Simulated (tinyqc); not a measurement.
Frenkel-Kontorova chain: a misfit dislocation (kink) in a monolayer on a periodic substrate: one step, computed by the program tinyqc.

E = sum_j [(k/2)(x_(j+1) - x_j - b)^2 + (W/2)(1 - cos(2 pi x_j/a))], x_j = a (j + u_j). A kink takes u from 0 to 1: the chain is stretched by one period and has one atom fewer than wells.

Question. Continuum limit. l0 = sqrt(k a^2/(2 W)); kink u(j) = (2/pi) arctan exp(pi j/l0); kink energy at f = 0: E0 = (4/pi) W l0; with misfit E0 - k a^2 f; kinks become favourable at f_c = 2/(pi l0), and a coherent chain with free ends loses stability at f_m = 1/l0. Lowest vibration of the flat chain: nu0 = 15.6333042 THz x sqrt(2 pi^2 W/(a^2 M)).

Inputs (values chosen for the exercise, for a model overlayer):

| quantity | value | unit |
|---|---|---|
| spring constant k | 7.36 | eV/angstrom^2 |
| substrate period a | 3.71 | angstrom |
| corrugation W | 4.29 | eV |
| misfit f = (b - a)/a | 0.14 | - |
| atomic mass M | 86.2 | u |

Constants: nu for 1 eV/(angstrom^2 u) = 15.6333042 THz.

Give: kink width l0; kink energy E0; kink energy with misfit; critical misfit f_c; limit f_m; gap frequency nu0.

Answer.

kink width l0 = 3.436

kink energy E0 = 18.77 eV

kink energy with misfit = 4.586 eV

critical misfit f_c = 0.1853

limit f_m = 0.2910

gap frequency nu0 = 4.177 THz

f < f_c: the layer stays in register. Caution: a corrugation above 1 eV is larger than real overlayers usually show; it is chosen to keep the kink narrow.
